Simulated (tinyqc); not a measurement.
Worked calculation: plane-wave Kohn-Sham cycle with exchange-only LDA in a layered model solid. Computed by tinyqc, a small Python program that keeps every step. Settings: points = 16, plane-wave index or count = 2, electrons = 2, k points = 4, area = 9.0, mixing = 0.1, iteration cap = 64. Command: `OMP_NUM_THREADS=1 python tinyqc.py 27838 27839 out.jsonl` (the two numbers bound the seeds that draw the settings). One thread of a shared host (Intel(R) Xeon(R) Processor @ 2.60GHz), about 0.05 s of CPU time with the checks.

A solid whose potential varies along x alone (atomic units):
```
parameter                      value
period a                   13.900000
cross-section of the cell   9.000000
electrons per cell                 2
grid points                       16
plane waves -n..n, n               2
k points                           4
V1 in V1 cos(2 pi x/a)     -0.230000
```

Stop when sqrt(dV sum R^2) is below 1e-8, dV = a A/N.

Course of the cycle:
```
iteration  E (hartree)  norm of the residual
1           -0.6282307              2.10e-01
2           -0.4423375              1.36e-01
3           -0.3873258              4.47e-02
4           -0.3890838              5.16e-02
5           -0.3902433              7.09e-02
6           -0.3959324              7.83e-02
7           -0.3939874              9.05e-02
8           -0.4016238              9.18e-02
9           -0.3946761              9.34e-02
10          -0.4024425              9.34e-02
11          -0.3946747              9.33e-02
...                ...                   ...
54          -0.4024097              9.33e-02
55          -0.3946656              9.33e-02
56          -0.4024097              9.33e-02
57          -0.3946656              9.33e-02
58          -0.4024097              9.33e-02
59          -0.3946656              9.33e-02
60          -0.4024097              9.33e-02
61          -0.3946656              9.33e-02
62          -0.4024097              9.33e-02
63          -0.3946656              9.33e-02
64          -0.4024097              9.33e-02
```

Can the last value be used, and what does the course show?

Not by the stop rule. Not converged within 64 iterations: the residual has stopped falling: the iteration swings between two states. Reruns (cap 100 unless said): mixing 0.5, Kerker q0 1.0: not converged; mixing 0.3, Pulay depth 5: converged in 55 (E = -0.38455); the original settings with a cap of 400: not converged.
